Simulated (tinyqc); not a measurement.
Luttinger-Kohn k.p, four valence bands, step by step. Computed by tinyqc, a small Python program that keeps every step. Settings: g1 = 4.51, g2 = 1.15, g3 = 1.37. Command: `OMP_NUM_THREADS=1 python tinyqc.py 31954 31955 out.jsonl` (the two numbers bound the seeds that draw the settings). One thread of a shared host (Intel(R) Xeon(R) Processor @ 2.60GHz), about 0.01 s of CPU time with the checks.

## Bloch Hamiltonian at k

Luttinger parameters chosen for this model; energies are counted downward from the top of the valence band:
```
parameter     value  unit
g1         4.510000
g2         1.150000
g3         1.370000
```

k point k (1/angstrom): -0.0160  0.0060  -0.0130

P = c g1 k^2, Q = c g2 (kx^2 + ky^2 - 2 kz^2), R = c sqrt3 [-g2 (kx^2 - ky^2) + 2i g3 kx ky], S = 2 c sqrt3 g3 (kx - i ky) kz, c = hbar^2/2m = 3.809982 eV angstrom^2; rows [P+Q, -S, R, 0], [-S*, P-Q, 0, R], [R*, 0, P-Q, S], [0, R*, S*, P+Q]. The path ends lie at |k| = 0.03 1/angstrom.

H(k) at k (eV), lower triangle (Hermitian):
```
                  3/2              1/2            -1/2    -3/2
3/2            0.0077
1/2   -0.0038+0.0014i           0.0081
-1/2  -0.0017+0.0017i           0.0000          0.0081
-3/2           0.0000  -0.0017+0.0017i  0.0038-0.0014i  0.0077
```

## Levels at k

Diagonalise the Hermitian matrix.

eigenvalues (eV): 0.0032  0.0032  0.0126  0.0126

## Bands along a path

The same steps at evenly spaced points between the labelled ones.

Bands along the path (eV):
```
k               band 1    band 2  band 3  band 4
[111]           0.0061    0.0061  0.0249  0.0249
[111]-G 0.25    0.0034    0.0034  0.0140  0.0140
[111]-G 0.50    0.0015    0.0015  0.0062  0.0062
[111]-G 0.75  3.79e-04  3.79e-04  0.0016  0.0016
G               0.0000    0.0000  0.0000  0.0000
G-[100] 0.25  4.74e-04  4.74e-04  0.0015  0.0015
G-[100] 0.50    0.0019    0.0019  0.0058  0.0058
G-[100] 0.75    0.0043    0.0043  0.0131  0.0131
[100]           0.0076    0.0076  0.0234  0.0234
```

## Hole masses

E = c [g1 k^2 -/+ 2 sqrt(g2^2 k^4 + 3 (g3^2 - g2^2)(kx^2 ky^2 + ky^2 kz^2 + kz^2 kx^2))] with c = hbar^2/2m, and m* = hbar^2 k^2 / (2 E).

Masses (electron masses):
```
direction   heavy   light
[100]      0.4525  0.1468
[110]      0.5339  0.1399
[111]      0.5650  0.1379
```
